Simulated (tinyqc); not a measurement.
Which roughness does what: X-ray reflectivity of a thin film on silicon: critical angles, Parratt recursion, fringes and roughness. Computed by tinyqc, a small Python program. Command: `OMP_NUM_THREADS=1 python tinyqc.py 3120411 3120412 out.jsonl xrr walk`. One thread of a shared host (Intel(R) Xeon(R) Processor @ 2.30GHz), about 0.01 s of CPU time with the checks.

n = 1 - delta + i beta; the classical electron radius is r_e = 2.8179403e-6 nm. Layer 0 is vacuum, 1 the film, 2 the substrate.

Inputs (values chosen for the exercise, modelled on TaN on silicon, copper K-alpha radiation):

| quantity | value | unit |
|---|---|---|
| wavelength lambda | 0.15406 | nm |
| film density rho | 14.5 | g/cm^3 |
| effective electrons per unit mass, film | 0.412 | mol/g |
| beta/delta, film | 0.075 | - |
| film thickness d | 17.4 | nm |
| roughness of the surface sigma_1 | 0.32 | nm |
| roughness of the interface sigma_2 | 0.51 | nm |
| substrate density | 2.33 | g/cm^3 |
| effective electrons per unit mass, substrate | 0.507 | mol/g |
| beta/delta, substrate | 0.023 | - |
| grazing angle theta | 2.12 | degrees |

Constants: N_A = 6.02214076e+23 1/mol.

Method:
- delta = r_e lambda^2 rho_e/(2 pi), rho_e = density x electrons per mass x N_A; critical angle sqrt(2 delta), q_c = 4 sqrt(pi r_e rho_e).
- k_j = (2 pi/lambda) sqrt(sin^2 theta - 2 delta_j + 2 i beta_j); r_ij = (k_i - k_j)/(k_i + k_j) x exp(-2 k_i k_j sigma^2) (Nevot-Croce); r = (r_01 + r_12 p)/(1 + r_01 r_12 p), p = exp(2 i k_1 d); R = |r|^2.
- Far above the critical angle the period is d theta = lambda/(2 d), or 2 pi/d in q; the envelope runs between (|r_01| - |r_12 p|)^2 and (|r_01| + |r_12 p|)^2; contrast = 2 a b/(a^2 + b^2) with a = |r_01|, b = |r_12 p|; roughness factors on the amplitudes are about exp(-q^2 sigma^2/2).
- R is averaged over one period above each angle (64 points); contrast = (max - min)/(max + min) of R theta^4 over that period. Cases: smooth; only sigma_1; only sigma_2; both.

period in theta = 0.253649 degrees

Constants:

| layer | rho_e (1/nm^3) | delta | beta | critical angle (degrees) | q_c (1/nm) |
|---|---|---|---|---|---|
| film | 3597.63 | 3.82955e-05 | 2.87216e-06 | 0.501431 | 0.713853 |
| substrate | 711.40 | 7.57263e-06 | 1.74170e-07 | 0.222977 | 0.317437 |

Mean R and contrast:

| theta (degrees) | R smooth | contrast | R, sigma_1 | contrast, sigma_1 | R, sigma_2 | contrast, sigma_2 | R, both | contrast, both |
|---|---|---|---|---|---|---|---|---|
| 0.8 | 1.2836e-02 | 0.89433 | 1.1669e-02 | 0.92268 | 1.1749e-02 | 0.82512 | 1.0595e-02 | 0.85964 |
| 1.2 | 2.5281e-03 | 0.92827 | 2.0682e-03 | 0.97808 | 2.0762e-03 | 0.74261 | 1.6200e-03 | 0.83310 |
| 1.8 | 4.3633e-04 | 0.94270 | 2.8018e-04 | 0.99888 | 3.1880e-04 | 0.53037 | 1.5995e-04 | 0.68035 |
| 2.5 | 1.3069e-04 | 0.95445 | 6.6070e-05 | 0.93066 | 8.7509e-05 | 0.23947 | 2.2277e-05 | 0.47494 |
| 3.5 | 3.6078e-05 | 0.96009 | 1.4591e-05 | 0.61490 | 2.3547e-05 | 0.04683 | 1.6002e-06 | 0.23621 |

What follows from these numbers?

At 2.5 degrees sigma_1 alone multiplies the mean R by 0.51 and sigma_2 alone by 0.67; the contrast goes from 0.95 (smooth) to 0.93 and 0.24.
